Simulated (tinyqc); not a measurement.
Gate length: charge control and current of a heterostructure field-effect transistor. Computed by tinyqc, a small Python program. Command: `OMP_NUM_THREADS=1 python tinyqc.py 3009102 3009103 out.jsonl hemt walk`. One thread of a shared host (Intel(R) Xeon(R) Processor @ 2.30GHz), about 0.01 s of CPU time with the checks.

Two subbands in a triangular well; E_F is counted from the conduction band edge of the channel at the interface.

Inputs (values chosen for the exercise, modelled on AlGaAs/GaAs):
```
quantity                                  value        unit
channel mass m                            0.069         m_0
permittivity eps (barrier and channel)     12.6           -
barrier thickness d                          39          nm
Schottky barrier phi_B                     0.92          eV
conduction band offset dE_c                 0.3          eV
delta-doping density N_d                5.1e+12      1/cm^2
gate voltage V_G                              0           V
mobility mu                                6100  cm^2/(V s)
saturation velocity v_s                     1.8    1e7 cm/s
gate length L                               310          nm
source resistance R_S                         0      ohm mm
temperature T                               300           K
mixing                                      0.5           -
iteration cap                               200           -
spacer between delta layer and channel        4          nm
```

Charge source: delta doping. Velocity law: two-piece.

Constants: e = 1.602176634e-19 C; eps_0 = 8.8541878128e-12 F/m; k_B = 8.617333262e-05 eV/K; hbar = 1.054571817e-34 J s; m_0 = 9.1093837015e-31 kg; k_B = 1.380649e-23 J/K.

Method:
- Threshold V_T = phi_B - dE_c - e N_d (d - spacer)/(eps eps_0) (in volts); C_b = eps eps_0/d.
- Charge control: n_s = C_b (V_G - V_T - E_F/e)/e. Well: mean field F = e n_s/(2 eps eps_0), E_i = (hbar^2/2m)^(1/3) [(3 pi e F/2)(i + 3/4)]^(2/3), i = 0, 1; n_s = D k_B T sum_i ln(1 + exp((E_F - E_i)/k_B T)), D = m/(pi hbar^2), which is solved in closed form for E_F.
- Iteration from n_s = C_b (V_G - V_T)/(2e): E_F from n_s, n_out from the charge control, n_new = n_s + mixing (n_out - n_s), kept above n_s/10; stop when |n_out/n_s - 1| < 1e-9.
- C_g = e dn_s/dV_G = 1/(1/C_b + 1/C_q), 1/C_q = d(E_F/e)/d(e n_s) by a central difference of +/- 0.1 % in n_s; added distance dd = eps eps_0/C_q.
- With V = e n_s/C_g and V_c = v_s L/mu: for v = mu F up to v_s, I/W = C_g v_s V_c (sqrt(1 + (V/V_c)^2) - 1) and V_Dsat = V + V_c - sqrt(V^2 + V_c^2); g_m = dI/dV; extrinsic g_m/(1 + g_m R_S); f_T = g_m/(2 pi C_g L).

sheet density n_s = 3.03624e+12 1/cm^2

gate capacitance C_g = 0.256116 microfarad/cm^2

V = 1.89937 V

Scaling; the last columns are v_s/(2 pi L) and mu V/(2 pi L^2):
```
L (nm)  I/W (mA/mm)  g_m (mS/mm)  extrinsic g_m (mS/mm)  f_T (GHz)  velocity limit (GHz)  mobility limit (GHz)
30           871.56       461.00                 461.00     954.92                954.93            2.0489e+05
60           867.50       460.99                 460.99     477.44                477.46            5.1222e+04
120          859.45       460.93                 460.93     238.69                238.73            1.2806e+04
250          842.28       460.66                 460.66     114.51                114.59            2.9504e+03
500          810.25       459.62                 459.62      57.12                 57.30            7.3760e+02
1000         750.10       455.54                 455.54      28.31                 28.65            1.8440e+02
2000         644.85       440.25                 440.25      13.68                 14.32            4.6100e+01
5000         428.59       364.07                 364.07       4.52                  5.73            7.3760e+00
```

What does the comparison show, and why?

f_T scales as L^-1.00 at the short end and L^-1.21 at the long end; the two limits cross at L = mu V/v_s = 6440 nm. g_m tends to C_g v_s = 461 mS/mm. Fringe capacitances and short-channel effects, left out, lower f_T once L is below about ten barrier thicknesses. Caution: E_F lies above the conduction band minimum of the barrier, so electrons would spill into the barrier.

Extremes, crossings and ranges named in words are read from the listed rows.
